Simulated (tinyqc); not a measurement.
# Strained Delta valleys, repopulation and conductivity mass: mobility against stress

A cubic crystal with three pairs of conduction valleys along x, y and z under uniaxial stress X along [110] (X > 0 is tension); current along [100]. Non-degenerate electrons, fixed total density, one relaxation time for all valleys and stresses, masses unchanged by strain, so the mobility goes as the mean inverse mass.

Stress s_ij = X a_i a_j with a the unit vector along [110]; strain e_ii = s11 s_ii + s12 (s_jj + s_kk), e_ij = s44 s_ij/2. Valley shift dE = Xu (n.e.n - trace(e)/3) with n the valley axis; share f proportional to exp(-dE/Vt). Inverse mass along the current d = [100]: (n.d)^2/ml + (1 - (n.d)^2)/mt; mu/mu0 = sum f (1/m) over the plain mean of 1/m. The linear estimate is 1 - pi X with pi the small-stress slope -d(mu/mu0)/dX.

Inputs (values chosen for the exercise); values close to those of silicon: temperature T = 325 K; compliance s11 = 7.79 1/TPa; compliance s12 = -2.15 1/TPa; compliance s44 = 12.6 1/TPa; shear deformation potential Xu = 9.24 eV; longitudinal mass ml = 0.934 m0; transverse mass mt = 0.188 m0.

Constants: q = 1.602176634e-19 C, kB = 1.380649e-23 J/K, Vt = kB T/q. Results are converted to the units shown.

Results:
```
X (MPa),splitting (meV),largest share,mu/mu0,linear estimate
-25,1.1481,0.33786,0.99508,0.99504
-50,2.2961,0.34232,0.99022,0.99008
-100,4.5923,0.35103,0.98074,0.98017
-200,9.1846,0.36759,0.96271,0.96034
-400,18.369,0.39699,0.93071,0.92067
-700,32.146,0.43153,0.89311,0.86118
-1000,45.923,0.45578,0.86671,0.80168
-2500,114.81,0.49589,0.82306,0.50420
```

Estimate the missing row, X = -1500 MPa.

Computed row:
```
X (MPa),splitting (meV),largest share,mu/mu0,linear estimate
-1500,68.884,0.47951,0.84089,0.70252
```

With this row back in the table: The ratio mu/mu0 falls from 0.995 to 0.823; pi = -19.8e-11 1/Pa. The linear estimate of the change is 1.007 times the computed change in the first row and 2.80 times it in the last: once the splitting is several Vt (Vt = 28.0 meV) the upper valleys are nearly empty and little is left to move. At X = -2500 MPa the stress passes 1.5 GPa, where intervalley scattering and masses change too.

Range of the model: Shear strain also changes the transverse masses of these valleys, which is left out.

Program tinyqc, `OMP_NUM_THREADS=1 python tinyqc.py 2530141 2530142 out.jsonl`; Intel Xeon 2.30GHz, shared host, one thread, about 0.01 s.
